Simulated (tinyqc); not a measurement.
# Frequency dispersion of an accumulation capacitance by border traps, distributed model: what changes with what

Traps spread evenly through the insulator exchange electrons with the semiconductor by tunnelling, with tau(x) = t0 exp(2 ka x) at depth x from the interface. The admittance per area Y seen at depth x obeys dY/dx = -Y^2/(i w eps0 eox) + q Nb ln(1 + i w tau)/tau, with Y(0) = i w Cs and w = 2 pi f; the gate sees Y(tox) = G + i w C. Working variable y = Y/(i w), in uF/cm^2. Cox = eps0 eox/tox.

Parameters, values chosen for the exercise; permittivity close to that of hafnium oxide:
- eox = 18.5 (relative permittivity of the insulator)
- tox = 6.6 nm (insulator thickness)
- Cs = 0.51 uF/cm^2 (semiconductor capacitance in accumulation)
- Nb = 2.1e19 cm^-3 eV^-1 (density of border traps)
- ka = 6.2 1/nm (decay constant of the wave function in the insulator)
- t0 = 2e-11 s (time constant of a trap at the interface)
- f = 1000 Hz (frequency)

Constants: q = 1.602176634e-19 C, eps0 = 8.8541878128e-14 F/cm where lengths are in cm. Results are converted to the units shown.

Each table varies one quantity; the others keep the values above.

## Capacitance and loss against frequency

Cox; trap-free value 1/(1/Cox + 1/Cs); response depth d = ln(1/(w t0))/(2 ka), where w tau = 1; lumped estimate: all traps within d act as C_bt = q Nb d placed at d/2, so C = 1/{1/[1/(1/Cs + d/(2 eps0 eox)) + C_bt] + (tox - d/2)/(eps0 eox)}. C and G from a fine integration; dispersion -d C/d log10 f over C, from f times and over 1.1. For a broad spread of time constants G/w is close to -(pi/2) dC/d ln w.

The same in every row: trap-free C (uF/cm^2) = 0.4231.

Result of one run:
```
f (Hz)  d (nm)  C (uF/cm^2)  G/w (uF/cm^2)  dispersion (% a decade)  -(pi/2) dC/d ln w (uF/cm^2)  lumped C (uF/cm^2)
1000     1.281       0.7136        0.02540                    5.217                      0.02539              0.6955
```

What becomes of these results when the frequency f is changed from 1000 to 10000 Hz, all else the same?

Result of the changed run:
```
f (Hz)  d (nm)  C (uF/cm^2)  G/w (uF/cm^2)  dispersion (% a decade)  -(pi/2) dC/d ln w (uF/cm^2)  lumped C (uF/cm^2)
10000    1.096       0.6761        0.02569                    5.567                      0.02568              0.6584
```

The whole series:
```
f (Hz)  d (nm)  C (uF/cm^2)  G/w (uF/cm^2)  dispersion (% a decade)  -(pi/2) dC/d ln w (uF/cm^2)  lumped C (uF/cm^2)
10       1.653       0.7874        0.02503                    4.657                      0.02502              0.7681
100      1.467       0.7506        0.02518                    4.916                      0.02517              0.7321
1000     1.281       0.7136        0.02540                    5.217                      0.02539              0.6955
10000    1.096       0.6761        0.02569                    5.567                      0.02568              0.6584
1e5     0.9100       0.6383        0.02604                    5.978                      0.02603              0.6207
1e6     0.7243       0.5998        0.02647                    6.465                      0.02645              0.5822
1e7     0.5387       0.5607        0.02696                    7.049                      0.02696              0.5429
```

C falls from 0.7874 to 0.5607 uF/cm^2, towards the trap-free 0.4231; each decade of frequency removes ln 10/(2 ka) = 0.186 nm from the response depth. The dispersion rises from 4.66 to 7.05 % a decade and G/w rises from 0.0250 to 0.0270 uF/cm^2. G/w stays at 1.00 times -(pi/2) dC/d ln w, the relation for a broad spread of time constants.

## Effect of the density of border traps

Same model as above.

The same in every row: d (nm) = 1.281; trap-free C (uF/cm^2) = 0.4231.

Effect of the density of border traps:
```
Nb (cm^-3 eV^-1)  C (uF/cm^2)  G/w (uF/cm^2)  dispersion (% a decade)  -(pi/2) dC/d ln w (uF/cm^2)  lumped C (uF/cm^2)
1e18                   0.4386       0.001500                   0.5014                     0.001500              0.4377
2e18                   0.4540       0.002966                   0.9577                     0.002966              0.4521
6e18                   0.5136       0.008507                    2.428                     0.008506              0.5080
1e19                   0.5704        0.01357                    3.487                      0.01357              0.5613
3e19                   0.8182        0.03322                    5.948                      0.03320              0.7937
7e19                    1.184        0.05501                    6.803                      0.05492               1.136
2e20                    1.808        0.07285                    5.886                      0.07258               1.721
4e20                    2.202        0.07228                    4.789                      0.07193               2.089
```

As Nb goes from 1e18 to 4e20, C rises from 0.439 to 2.20 uF/cm^2, the dispersion goes from 0.501 through a maximum of 6.80 (at Nb = 7e19 among the rows listed) to 4.79 % a decade and G/w goes from 0.00150 through a maximum of 0.0728 (at Nb = 2e20 among the rows listed) to 0.0723 uF/cm^2. The lumped estimate is 0.22 % below C in the first row and 5.1 % below it in the last. The dispersion goes as Nb^(0.93) between the first two rows and Nb^(-0.30) between the last two: dense traps near the interface screen those behind them.

tinyqc, about 0.5 s, one thread, Intel Xeon 2.30GHz (shared host): `OMP_NUM_THREADS=1 python tinyqc.py 2202009 2202010 out.jsonl`
